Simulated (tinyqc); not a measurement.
Inside a calculation. Method: Hueckel theory of the pi electrons with the omega technique, for the molecule Fc1ccccc1 (SMILES; centres numbered as the heavy atoms are written). One step of it, computed by the program tinyqc.

Question. Orbitals, round 1. Diagonalise; E = alpha + x beta with beta < 0, so the largest x are filled first; degenerate levels share their electrons. P = sum n_i c_ri c_si; each orbital has its largest coefficient positive (the first on a tie).

Hueckel matrix in units of beta (H = alpha + beta A), order 1F, 2C, 3C, 4C, 5C, 6C, 7C:
$$\begin{pmatrix}
3.000000 & 0.700000 & 0.000000 & 0.000000 & 0.000000 & 0.000000 & 0.000000 \\
0.700000 & 0.000000 & 1.000000 & 0.000000 & 0.000000 & 0.000000 & 1.000000 \\
0.000000 & 1.000000 & 0.000000 & 1.000000 & 0.000000 & 0.000000 & 0.000000 \\
0.000000 & 0.000000 & 1.000000 & 0.000000 & 1.000000 & 0.000000 & 0.000000 \\
0.000000 & 0.000000 & 0.000000 & 1.000000 & 0.000000 & 1.000000 & 0.000000 \\
0.000000 & 0.000000 & 0.000000 & 0.000000 & 1.000000 & 0.000000 & 1.000000 \\
0.000000 & 1.000000 & 0.000000 & 0.000000 & 0.000000 & 1.000000 & 0.000000
\end{pmatrix}$$

pi electrons, sum of z_r less the charge = 8

Give: x values; occupations; coefficients; charge and bond-order matrix P.

Answer.

x values: [3.1972, 1.9378, 1.0000, 0.9227, -1.0000, -1.0406, -2.0171]

occupations: [2.0000, 2.0000, 2.0000, 2.0000, 0.0000, 0.0000, 0.0000]

coefficients, order 1F, 2C, 3C, 4C, 5C, 6C, 7C:
$$\begin{pmatrix}
0.9521 & -0.2117 & 0.0000 & 0.1873 & 0.0000 & -0.1000 & -0.0596 \\
0.2682 & 0.3213 & 0.0000 & -0.5559 & 0.0000 & 0.5772 & 0.4274 \\
0.0955 & 0.3854 & 0.5000 & -0.3221 & 0.5000 & -0.2653 & -0.4102 \\
0.0371 & 0.4255 & 0.5000 & 0.2587 & -0.5000 & -0.3011 & 0.4000 \\
0.0232 & 0.4392 & 0.0000 & 0.5608 & 0.0000 & 0.5786 & -0.3966 \\
0.0371 & 0.4255 & -0.5000 & 0.2587 & 0.5000 & -0.3011 & 0.4000 \\
0.0955 & 0.3854 & -0.5000 & -0.3221 & -0.5000 & -0.2653 & -0.4102
\end{pmatrix}$$

charge and bond-order matrix P, order 1F, 2C, 3C, 4C, 5C, 6C, 7C:
$$\begin{pmatrix}
1.9729 & 0.1664 & -0.1020 & -0.0125 & 0.0684 & -0.0125 & -0.1020 \\
0.1664 & 0.9684 & 0.6569 & 0.0056 & -0.3289 & 0.0056 & 0.6569 \\
-0.1020 & 0.6569 & 1.0227 & 0.6684 & -0.0183 & -0.3316 & 0.0227 \\
-0.0125 & 0.0056 & 0.6684 & 0.9988 & 0.6657 & -0.0012 & -0.3316 \\
0.0684 & -0.3289 & -0.0183 & 0.6657 & 1.0158 & 0.6657 & -0.0183 \\
-0.0125 & 0.0056 & -0.3316 & -0.0012 & 0.6657 & 0.9988 & 0.6684 \\
-0.1020 & 0.6569 & 0.0227 & -0.3316 & -0.0183 & 0.6684 & 1.0227
\end{pmatrix}$$
